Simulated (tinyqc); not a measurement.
All together: low-temperature mobility of a two-dimensional electron gas with static screening. Computed by tinyqc, a small Python program. Command: `OMP_NUM_THREADS=1 python tinyqc.py 3021394 3021395 out.jsonl twodeg walk`. One thread of a shared host (Intel(R) Xeon(R) Processor @ 2.30GHz), about 0.01 s of CPU time with the checks.

One subband is filled, the gas is degenerate and scatters at the Fermi circle; one permittivity serves on both sides of the interface. All formulas are in SI units, masses times m_0. Piezoelectric and polar phonons are left out, and n_s is taken as set by a gate, independent of N_i.

Inputs (values chosen for the exercise, modelled on a strained silicon well):
```
quantity                                        value    unit
in-plane mass m                                 0.184     m_0
mass across the layer m_z                       0.953     m_0
permittivity eps                                 11.5       -
valley degeneracy g_v                               2       -
sheet density n_s                             1.1e+12  1/cm^2
depletion charge N_d                          8.6e+10  1/cm^2
roughness height Delta                           0.32      nm
correlation length Lambda                         3.3      nm
remote charge density N_i                     1.2e+12  1/cm^2
distance d of the charges from the interface       12      nm
density rho                                      2329  kg/m^3
sound velocity v_l                               9130     m/s
deformation potential D_A                         9.5      eV
temperature T                                      20       K
```

Wave function: ideal sheet. Roughness spectrum: Gaussian.

Constants: m_0 = 9.1093837015e-31 kg; e = 1.602176634e-19 C; eps_0 = 8.8541878128e-12 F/m; hbar = 1.054571817e-34 J s; k_B = 1.380649e-23 J/K.

Method:
- k_F = sqrt(2 pi n_s/g_v); E_F = hbar^2 k_F^2/(2 m); q_TF = g_v m e^2/(2 pi eps eps_0 hbar^2); Fang-Howard parameter b = [12 m_z e^2 (N_d + 11 n_s/32)/(eps eps_0 hbar^2)]^(1/3), mean depth 3/b; effective field F = e (N_d + n_s/2)/(eps eps_0).
- Form factors of a sheet of zero thickness: G(q) = 1, P(q) = exp(-q d). Dielectric function eps(q) = 1 + q_TF G(q)/q, with q = 2 k_F sin(theta/2).
- Roughness: <|U|^2> = (e F)^2 S(q), S = pi Delta^2 Lambda^2 exp(-q^2 Lambda^2/4).
- 1/tau_t = (m/(pi hbar^3)) int_0^pi (1 - cos theta) <|U|^2>/eps(q)^2 dtheta; the quantum rate 1/tau_q drops the factor (1 - cos theta); 200 Gauss-Legendre points in s with theta = pi s^2, s from 0 to 1; mu = e tau_t/m.
- Remote charges: <|U|^2> = N_i [e^2 P(q)/(2 eps eps_0 q)]^2.
- Unscreened deformation potential in equipartition: 1/tau = m D_A^2 k_B T I/(rho v_l^2 hbar^3), I = int |psi|^4 dz = 3 b/16 for the Fang-Howard function (used for both wave-function options); mu = e tau/m. Bloch-Grueneisen temperature T_BG = 2 hbar v_l k_F/k_B.
- At the Fermi circle the rates add, so 1/mu is the sum; sheet resistance 1/(n_s e mu); mean free path hbar k_F mu/e; the quantum time adds the rates 1/tau_q, with the isotropic acoustic rate e/(m mu).

roughness mobility = 232073 cm^2/(V s)

remote-charge mobility = 158081 cm^2/(V s)

acoustic mobility = 104998 cm^2/(V s)

k_F = 0.185897 1/nm

tau_q, roughness = 34.0054 ps

tau_q, charges = 0.792585 ps

Mobilities:
```
process           mu (cm^2/(V s))  share of 1/mu (%)
roughness              2.3207e+05             21.375
remote charges         1.5808e+05             31.380
acoustic phonons       1.0500e+05             47.245
```

mobility mu = 49606 cm^2/(V s)

sheet resistance = 114.38 ohm

mean free path = 606.97 nm

Dingle ratio tau_t/tau_q = 7.1727

What follows from these numbers?

The largest single share of 1/mu (47 %) belongs to acoustic phonons: disorder is weak enough for lattice vibrations to show. The Dingle ratio of 7.17 marks small-angle scattering by a smooth potential. Caution: T is below the Bloch-Grueneisen temperature T_BG, so equipartition fails: the acoustic mobility is only a lower bound and the acoustic share of 1/mu is overstated.

Extremes, crossings and ranges named in words are read from the listed rows.
